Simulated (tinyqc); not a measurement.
Both approximations at x = 1/2: order-disorder in a binary alloy on two sublattices: Bragg-Williams and pair (quasi-chemical) approximations. Computed by tinyqc, a small Python program. Command: `OMP_NUM_THREADS=1 python tinyqc.py 3006579 3006580 out.jsonl order walk`. One thread of a shared host (Intel(R) Xeon(R) Processor @ 2.30GHz), about 0.01 s of CPU time with the checks.

All z = 6 neighbours of a site lie on the other sublattice. B fills the sublattices with x + eta/2 and x - eta/2; energies are per site, from the pure components: u = -z w y with y the probability of an A-B bond taken in one order.

Inputs (values chosen for the exercise, for a model alloy): ordering energy w = (e_AA + e_BB)/2 - e_AB = 35.1 meV; fraction x of B = 0.46.

Lattice: simple cubic (z = 6).

Constants: k_B = 8.617333262e-05 eV/K.

Method. Bragg-Williams: k_B T_c = 2 z w x (1 - x). Pair approximation at x = 1/2: k_B T_c = w/ln(z/(z - 2)). At x = 1/2 the alloy is an Ising model with K = w/(2 k_B T). Bragg-Williams: eta = tanh(z K eta), neighbour correlation -eta^2. Pair: h = (z - 1) artanh(tanh K tanh h), eta = tanh(z h/(z - 1)), correlation -(tanh K + tanh^2 h)/(1 + tanh K tanh^2 h). T is given in units of the Bragg-Williams T_c at x = 1/2, z w/(2 k_B).

T_c, pair approximation at x = 1/2 = 1004.57 K

Order and neighbour correlation:
```
T/T_c   T (K)  eta, Bragg-Williams  correlation, Bragg-Williams  eta, pair  correlation, pair
0.30    366.6              0.99741                     -0.99483    0.99728           -0.99464
0.45    549.9              0.97398                     -0.94863    0.96897           -0.94178
0.55    672.1              0.93553                     -0.87521    0.91387           -0.84867
0.65    794.3              0.87207                     -0.76050    0.80308           -0.68837
0.75    916.5              0.77552                     -0.60143    0.57532           -0.44235
0.85   1038.7              0.62950                     -0.39627    0.00000           -0.19360
0.95   1160.9              0.37949                     -0.14401    0.00000           -0.17366
1.10   1344.2              0.00000                      0.00000    0.00000           -0.15037
1.50   1832.9              0.00000                      0.00000    0.00000           -0.11066
```

What does the comparison show, and why?

The pair approximation loses long-range order between T/T_c = 0.75 and 0.85, at 1005 K, and keeps a correlation of -0.111 in the last row. At its own T_c the correlation is -1/(z - 1) = -0.200, so the fewer the neighbours, the more of the ordering energy is released above T_c.
